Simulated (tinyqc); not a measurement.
Inside a calculation. Model: chemically amplified photoresist: aerial image, acid generation, bake, development and line width. Computed by tinyqc, a small Python program that keeps every step. Command: `OMP_NUM_THREADS=1 python tinyqc.py 3013347 3013348 out.jsonl resist walk`. One thread of a shared host (Intel(R) Xeon(R) Processor @ 2.30GHz), about 0.02 s of CPU time with the checks. Intermediate numbers are printed to about 6 digits and carried at full precision; extremes and crossings named in words are read from the listed rows.

Lines and spaces of pitch p with a two-beam-like image; x = 0 is the middle of the bright space. The resist is positive and treated as uniform in depth.

Inputs (values chosen for the exercise, for a model resist at 13.5 nm):

| quantity | value | unit |
|---|---|---|
| pitch p | 27 | nm |
| image contrast c | 0.55 | - |
| mean dose E | 11.8 | mJ/cm^2 |
| Dill parameter C | 0.035 | cm^2/mJ |
| quencher load q, relative to the acid generator | 0.18 | - |
| acid diffusivity D | 0.057 | nm^2/s |
| bake time t | 45 | s |
| amplification rate k_amp | 0.035 | 1/s |
| threshold protection m_th | 0.48 | - |
| development selectivity n | 5 | - |
| largest rate r_max | 410 | nm/s |
| smallest rate r_min | 0.02 | nm/s |
| resist thickness d | 28 | nm |
| development time t_d | 30 | s |
| photon energy | 91.84 | eV |
| absorption coefficient alpha | 3.7 | 1/um |

## Acid image and its blur

Dose E(x) = E [1 + c cos(2 pi x/p)]; acid h = 1 - exp(-C E(x)). Bake: the acid image is blurred by a Gaussian of variance sigma^2 = 2 D t (each Fourier term k of h, taken on 64 points, is multiplied by exp(-4 pi^2 k^2 D t/p^2)). Cosine coefficients: h(x) = sum_k h_k cos(2 pi k x/p).

diffusion length sigma = sqrt(2 D t) = 2.26495 nm

h_0 to h_4 before the bake: 0.329775  0.151268  -0.008572  0.000324  -0.000009

h_0 to h_4 after the blur: 0.329775  0.131650  -0.004918  0.000093  -0.000001

blur factor of the first harmonic = 0.870310

sigma/p = 0.084; the blur keeps 87 % of the modulation.

## From image to dissolution rate

The quencher then removes q, h_eff = max(h_blurred - q, 0); protection m = exp(-k_amp t h_eff). Mack rate r = r_max (a + 1)(1 - m)^n/(a + (1 - m)^n) + r_min, a = ((n + 1)/(n - 1))(1 - m_th)^n.

Across half a pitch:

| x/p | x (nm) | dose (mJ/cm^2) | blurred acid | protection m | rate (nm/s) |
|---|---|---|---|---|---|
| 0.00 | 0.00 | 18.2900 | 0.456599 | 0.646848 | 3.80947e+01 |
| 0.05 | 1.35 | 17.9724 | 0.451058 | 0.652519 | 3.53759e+01 |
| 0.10 | 2.70 | 17.0505 | 0.434735 | 0.669511 | 2.80431e+01 |
| 0.15 | 4.05 | 15.6147 | 0.408589 | 0.697657 | 1.84040e+01 |
| 0.20 | 5.40 | 13.8055 | 0.374360 | 0.736300 | 9.49787e+00 |
| 0.25 | 6.75 | 11.8000 | 0.334692 | 0.783770 | 3.58254e+00 |
| 0.30 | 8.10 | 9.7945 | 0.293146 | 0.836770 | 8.98773e-01 |
| 0.35 | 9.45 | 7.9853 | 0.254002 | 0.889983 | 1.42446e-01 |
| 0.40 | 10.80 | 6.5495 | 0.221778 | 0.936318 | 2.79586e-02 |
| 0.45 | 12.15 | 5.6276 | 0.200535 | 0.968175 | 2.02481e-02 |
| 0.50 | 13.50 | 5.3100 | 0.193113 | 0.979558 | 2.00271e-02 |

The dose varies by a factor 3.44 across the pattern and the rate by 1900.

## Space width and dose latitude

Edge: vertical development clears the film where r t_d >= d; the space width is twice the x where r = d/t_d. Dose sensitivity = d ln(width)/d ln E from widths at 1.005 E and E/1.005; image log-slope at the edge = |d ln E/dx|, normalised by the width (NILS); latitude for 10 % of width = 10 %/sensitivity.

space width = 16.1368 nm

dose sensitivity = 0.985482

NILS = 2.36113

dose latitude = 10.1473 %

At the same width a resist without blur would give a sensitivity 2/NILS = 0.847; the blur multiplies it by 1.16. Caution: lateral development, standing waves and the joint diffusion of acid and quencher are left out, so widths are indicative.

## Photon statistics at the edge

The edge lies at x = width/2. Absorbed photons per volume N = E(edge) alpha/(photon energy), 1 mJ/cm^2 = 62.41509 eV/nm^2, alpha in 1/nm; a Gaussian blur averages over a volume V = (2 sqrt(pi) sigma)^3; relative noise 1/sqrt(N V); edge noise sigma_x = (dh/d ln E) noise/|dh/dx|, with both derivatives of the blurred acid at the edge.

absorbed photons N = 0.0247428 1/nm^3

photons in the blur volume = 12.8068

edge noise from photons = 2.22180 nm

Caution: the noise counts photons alone (acid and quencher statistics add to it) and takes the film as thicker than the blur; a thinner film averages in two dimensions only.

## Blur against noise

For each sigma the edge is held at x = p/4; N is taken at the mean dose; edge noise = (dh/d ln E)/(sqrt(N V) |dh/dx|), both derivatives taken of the blurred acid, V = (2 sqrt(pi) sigma)^3, N = E alpha/(photon energy), 1 mJ/cm^2 = 62.41509 eV/nm^2.

Trade-off:

| sigma/p | sigma (nm) | blur factor | photons in V | edge noise (nm) |
|---|---|---|---|---|
| 0.02 | 0.54 | 0.992135 | 2.08131e-01 | 17.2282 |
| 0.04 | 1.08 | 0.968911 | 1.66505e+00 | 6.2034 |
| 0.07 | 1.89 | 0.907808 | 8.92363e+00 | 2.8253 |
| 0.10 | 2.70 | 0.820869 | 2.60164e+01 | 1.8060 |
| 0.14 | 3.78 | 0.679167 | 7.13891e+01 | 1.3000 |
| 0.18 | 4.86 | 0.527530 | 1.51728e+02 | 1.1397 |
| 0.22 | 5.94 | 0.384667 | 2.77023e+02 | 1.1533 |
| 0.27 | 7.29 | 0.237168 | 5.12081e+02 | 1.3744 |
| 0.33 | 8.91 | 0.116531 | 9.34952e+02 | 2.0699 |

The noise is least near sigma/p = 0.18 among these rows. More diffusion averages over more photons (noise falls as sigma^(-3/2)) until it erases the image slope (factor exp(-2 pi^2 sigma^2/p^2)); for a pure cosine the two balance at sigma/p = sqrt(3/8)/pi = 0.195. Caution: for a film thinner than the blur the noise falls as 1/sigma only, and the optimum moves to sigma/p = 1/(2 pi) = 0.159. Caution: rows with under about ten photons in V are beyond a Gaussian noise estimate.

Checks made by the program: sensitivity 2/NILS in the limit of no diffusion (relative difference 2e-06).
